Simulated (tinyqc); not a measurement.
# Van der Pauw, Hall and four-point-probe measurements on a doped layer: correction factor against the shape of the sample

A uniform p-type layer with sheet resistance Rs = 1/(q ns mu), point contacts, low field (mu B small).

Rs = 1/(q ns mu). For a rectangle with contacts at the corners, RA = (8 Rs/pi) sum_(k>=0) ln coth((2k + 1) pi a/(2 b)) with current along a short side b and voltage along the opposite one, RB the same with a and b exchanged. ar = a/b. F = Rs/[(pi/ln 2)(RA + RB)/2]; small-asymmetry estimate 1 - (ln 2/2) d^2 - ((ln 2)^2/4 - (ln 2)^3/12) d^4 with d = (RB - RA)/(RB + RA).

Parameters, values chosen for the exercise: sheet density of the layer ns = 7.4e11 cm^-2; drift mobility mu = 45 cm^2/(V s).

Constants: q = 1.602176634e-19 C. Results are converted to the units shown.

Results:
```
ar	RA (ohm)	RB (ohm)	RB/RA	F	estimate of F
1	4.135e4	4.135e4	1.000	1.000	1.000
1.23	2.004e4	7.483e4	3.734	0.8718	0.8741
1.46	9725	1.130e5	11.62	0.6738	0.7082
1.69	4721	1.537e5	32.55	0.5221	0.6213
2.14	1148	2.363e5	205.8	0.3484	0.5713
2.37	557.5	2.791e5	500.6	0.2958	0.5653
2.6	270.7	3.220e5	1190	0.2566	0.5628
```

Estimate the missing row, ar = 1.91.

Computed row:
```
ar	RA (ohm)	RB (ohm)	RB/RA	F	estimate of F
1.91	2365	1.938e5	81.92	0.4217	0.5862
```

With this row back in the table: RB/RA rises from 1.00 to 1190 and F falls from 1.00 to 0.257. The estimate is 5.1 % above F at a/b = 1.46 and 2.19 times it in the last row. RA shrinks about as exp(-pi a/b): by a factor of 2.06 between the last two rows, against 2.06.

Program tinyqc, `OMP_NUM_THREADS=1 python tinyqc.py 2850115 2850116 out.jsonl`; Intel Xeon 2.30GHz, shared host, one thread, about 0.04 s.
